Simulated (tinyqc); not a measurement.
Worked calculation: ROHF in the 6-31g basis, for H4, spin multiplicity 3. One step of it, computed by the program tinyqc.

Task: Orthogonalisation. S = U s U^T; symmetric (Loewdin) form X = U s^(-1/2) U^T, so that X^T S X = 1.

overlap S:
```
,1H 1s,1H 2s,2H 1s,2H 2s,3H 1s,3H 2s,4H 1s,4H 2s
1H 1s,1.000000,0.658292,0.096026,0.285352,0.329769,0.453510,0.037041,0.196772
1H 2s,0.658292,1.000000,0.285352,0.598564,0.453510,0.795638,0.196772,0.476240
2H 1s,0.096026,0.285352,1.000000,0.658292,0.037041,0.196772,0.329769,0.453510
2H 2s,0.285352,0.598564,0.658292,1.000000,0.196772,0.476240,0.453510,0.795638
3H 1s,0.329769,0.453510,0.037041,0.196772,1.000000,0.658292,0.096026,0.285352
3H 2s,0.453510,0.795638,0.196772,0.476240,0.658292,1.000000,0.285352,0.598564
4H 1s,0.037041,0.196772,0.329769,0.453510,0.096026,0.285352,1.000000,0.658292
4H 2s,0.196772,0.476240,0.453510,0.795638,0.285352,0.598564,0.658292,1.000000
```

Give: eigenvalues of S; X.

Result:

eigenvalues of S: 0.0576  0.1722  0.2856  0.4242  0.6356  0.8837  1.6319  3.9090

X:
```
,1H 1s,1H 2s,2H 1s,2H 2s,3H 1s,3H 2s,4H 1s,4H 2s
1H 1s,1.2741,-0.5300,0.0182,0.0171,-0.0925,0.0401,0.0287,0.0020
1H 2s,-0.5300,2.1229,0.0171,-0.6578,0.0401,-0.9570,0.0020,0.3045
2H 1s,0.0182,0.0171,1.2741,-0.5300,0.0287,0.0020,-0.0925,0.0401
2H 2s,0.0171,-0.6578,-0.5300,2.1229,0.0020,0.3045,0.0401,-0.9570
3H 1s,-0.0925,0.0401,0.0287,0.0020,1.2741,-0.5300,0.0182,0.0171
3H 2s,0.0401,-0.9570,0.0020,0.3045,-0.5300,2.1229,0.0171,-0.6578
4H 1s,0.0287,0.0020,-0.0925,0.0401,0.0182,0.0171,1.2741,-0.5300
4H 2s,0.0020,0.3045,0.0401,-0.9570,0.0171,-0.6578,-0.5300,2.1229
```
